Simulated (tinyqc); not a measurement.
Inside a calculation. Model: capacitance measurement on a leaky thin oxide: effects of series resistance and leakage.

Computed by the program tinyqc: `OMP_NUM_THREADS=1 python tinyqc.py 2022023 2022024 out.jsonl`, one thread of a shared Intel Xeon 2.30GHz, about 0.01 s for the whole run. Printed values are rounded.

The device is a capacitance C in parallel with a leakage conductance G, in series with Rs and Ls. An impedance meter reports either a parallel pair (Cp, Gp) from Y = 1/Z = Gp + i w Cp or a series pair (Cs, Rm) from Z = Rm + 1/(i w Cs); w = 2 pi f, dissipation D = Gp/(w |Cp|).

Parameters, values chosen for the exercise; values of the order met in thin-oxide MOS capacitors: relative permittivity of the gate insulator (close to silicon dioxide) eox = 3.9; insulator thickness tox = 1.2 nm; gate area A = 2500 um^2; oxide-equivalent thickness added by the accumulation layer zc = 0.55 nm; oxide-equivalent thickness added by gate depletion zp = 0 nm; gate leakage current density, not matched to the thickness Jg = 0.59 A/cm^2; voltage for an e-fold rise of the leakage Vs = 0.27 V; series resistance Rs = 12 ohm; series inductance Ls = 300 nH; measuring frequency f = 50000 Hz.

Constants: eps0 = 8.8541878128e-14 F/cm where lengths are in cm. Results are converted to the units shown.

## True capacitance and conductance

EOT = 3.9 tox/eox; CET = EOT + zc + zp; C = 3.9 eps0 A/CET; G = Jg A/Vs.

EOT = 1.2 nm
CET = 1.75 nm
C = 49.3305 pF
G = 54.6296 uS

## What the meter reports

Z = Rs + i w Ls + 1/(G + i w C).

Z = (1.69537-0.48060i) x 1e4 ohm
Cp = 49.2650 pF
Gp = 54.5969 uS
Cs = 662.317 pF
D = 3.52760

Cp is 0.13 % below C and Cs is 13.4 times it; G Rs = 6.56e-4, w C Rs = 1.86e-4 and G/(w C) = 3.53.
